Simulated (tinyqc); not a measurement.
Grain-boundary diffusion: Harrison regimes, Fisher and Le Claire analysis, Hart average: one step, computed by the program tinyqc.

A boundary is a slab of width delta with diffusivity D_b, normal to a surface held at constant concentration; it leaks into grains of diffusivity D.

Task: Diffusivities. D = D0 exp(-E/(k_B T)), D_b = D0b exp(-E_b/(k_B T)). Triple product P = s delta D_b.

Inputs (values chosen for the exercise, for a model polycrystal): lattice prefactor D0 = 4.1e-05 m^2/s; lattice activation energy E = 1.59 eV; boundary prefactor D0b = 3.5e-05 m^2/s; boundary activation energy E_b = 0.957 eV; boundary width delta = 0.55 nm; segregation factor s = 1; temperature T = 583 K.

Constants: k_B = 8.617333262e-05 eV/K.

Give: D; D_b; triple product P.

Result:

D = 7.3779e-19 m^2/s

D_b = 1.8673e-13 m^2/s

triple product P = 1.0270e-22 m^3/s
